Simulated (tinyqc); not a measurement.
From one set of inputs to another, one input at a time: spin coating of a resist or spin-on film: centrifugal thinning, evaporation and the final thickness (Emslie and Meyerhofer models). Computed by tinyqc, a small Python program. Command: `OMP_NUM_THREADS=1 python tinyqc.py 3112829 3112830 out.jsonl spincoat ladder`. One thread of a shared host (Intel(R) Xeon(R) Processor @ 2.30GHz), about 0.3 s of CPU time with the checks.

A Newtonian film stays uniform over the wafer; solvent and solids have the same density and the concentration is uniform through the thickness.

The inputs printed are set A. Inputs not listed in the table keep their values of set A, so the rows need not describe a real material.

Inputs (values chosen for the exercise, of the order of those of a polymer resist in an ester solvent):

| quantity | value | unit |
|---|---|---|
| solids volume fraction c0 | 0.19 | - |
| kinematic viscosity of the solvent nu_s | 0.91 | mm^2/s |
| viscosity constant k | 430 | mm^2/s |
| viscosity exponent gamma | 2 | - |
| spin speed f | 1000 | rpm |
| evaporation rate at 1000 rpm e0 | 0.088 | micrometre/s |
| starting thickness h0 | 500 | micrometre |
| wafer radius R | 50 | mm |
| shrinkage in the bake | 15 | % |

Method:
- omega = 2 pi f/60; nu(c) = nu_s + k c^gamma; evaporation rate e = e0 sqrt(f/1000 rpm).
- Flow constant K = 2 omega^2/(3 nu(c0)); Reynolds number of the air omega R^2/nu_air with nu_air = 15 mm^2/s.
- Meyerhofer estimate: flow rules until (1 - c0) K h^3 = e, then evaporation alone: h_w = (e/((1 - c0) K))^(1/3), dry film c0 h_w.
- Full model for solids s and liquid l per area, h = s + l, c = s/h: ds/dt = -c Q, dl/dt = -(1 - c) Q - e, Q = 2 omega^2 h^3/(3 nu(c)); integrated adaptively (relative tolerance 1e-9) until l = 0.
- Dry film = s at l = 0, before the bake; film after the bake = s x (1 - shrinkage).

Each row keeps all changes above it:

| input moved | from | to | dry film (nm) | time to dry (s) | wet thickness h_w (micrometre) |
|---|---|---|---|---|---|
| set A | - | - | 1306 | 73.78 | 6.251 |
| starting thickness h0 (micrometre) | 500 | 100 | 1305 | 73.67 | 6.251 |
| solids volume fraction c0 | 0.19 | 0.27 | 2330 | 84.48 | 8.102 |
| viscosity exponent gamma | 2 | 2.9 | 1684 | 59.98 | 5.584 |
| spin speed f (rpm) | 1000 | 3000 | 973 | 20.01 | 3.224 |
| kinematic viscosity of the solvent nu_s (mm^2/s) | 0.91 | 1.4 | 983 | 20.25 | 3.273 |
| evaporation rate at 1000 rpm e0 (micrometre/s) | 0.088 | 0.14 | 1147 | 14.86 | 3.821 |
| viscosity constant k (mm^2/s) | 430 | 5300 | 2576 | 33.15 | 8.469 |

Which inputs carry the difference?

dry film goes from 1310 to 2580, a factor 1.97 in all. The largest single move comes from viscosity constant k (a factor 2.25), and spin speed f works against it (a factor 0.577). Time to dry goes from 73.8 to 33.2, a factor 0.449 in all. The largest single move comes from spin speed f (a factor 0.334), and viscosity constant k works against it (a factor 2.23). wet thickness h_w goes from 6.25 to 8.47, a factor 1.35 in all. The largest single move comes from viscosity constant k (a factor 2.22), and spin speed f works against it (a factor 0.577). The single moves hold for this order of the switches; the total does not depend on the order.

Extremes, crossings and ranges named in words are read from the listed rows.
